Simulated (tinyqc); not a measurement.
## Dead time and true rate from two light levels

Inverse problem. A non-paralysable detector measures m = n/(1 + n td); dark counts are negligible. Find td and the true rate at the lower flux.

measured rates at a photon flux and at four times that flux (1/s): 1.0937500e7  2.6415094e7

Answer. 1/m = 1/n + td, so the difference of the inverse rates is 3/(4 n).

td = 20.0 ns
n = 1.40e7 1/s

tinyqc, about 0.01 s, one thread, Intel Xeon 2.30GHz (shared host): `OMP_NUM_THREADS=1 python tinyqc.py 2630070 2630071 out.jsonl`
